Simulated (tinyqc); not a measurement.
# Threshold-voltage variability of a planar MOSFET, analytic estimates: a gate of 8 grains

Three independent sources add in quadrature: random dopants in the depleted layer, metal-gate grains of two orientations, and roughness of the two gate edges acting through the roll-off VT = VT(long) - Vr exp(-L/l). These are first-order estimates: no three-dimensional electrostatics, no percolation.

Each of 8 equal grains has the higher work function with probability p; the threshold shift is dW (j/8 - p) for j such grains, and the off current changes by exp(-shift/(n Vt)).

Parameters, values chosen for the exercise; material values close to those of silicon:

| symbol | value | unit | meaning |
|---|---|---|---|
| T | 250 | K | temperature |
| dW | 0.3 | eV | work-function difference of the two grain orientations |
| p | 0.3 |  | share of the orientation of higher work function |
| n | 1.38 |  | subthreshold factor |

Constants: q = 1.602176634e-19 C, kB = 1.380649e-23 J/K, Vt = kB T/q. Results are converted to the units shown.

Distribution:
```
j  probability  shift (mV)  Ioff factor  probability x factor
0      0.05765       -90.0        20.64                 1.190
1       0.1977       -52.5        5.847                 1.156
2       0.2965       -15.0        1.656                0.4910
3       0.2541        22.5       0.4692                0.1192
4       0.1361        60.0       0.1329               0.01809
5      0.04668        97.5      0.03765              0.001757
6      0.01000       135.0      0.01066              1.067e-4
7     0.001225       172.5     0.003021              3.700e-6
8     6.561e-5       210.0     8.557e-4              5.614e-8
```

What does the table show?

The standard deviation is dW sqrt(p (1 - p)/8) = 48.6 mV. The mean off current is 2.98 times the nominal one; the log-normal formula exp(s^2/(2 (n Vt)^2)) gives 3.81. Devices with j = 0, 5.8 % of all, carry 40 % of the mean leakage.

Computed by the program tinyqc: `OMP_NUM_THREADS=1 python tinyqc.py 2090076 2090077 out.jsonl`, one thread of a shared Intel Xeon 2.30GHz, about 0.01 s for the whole run.
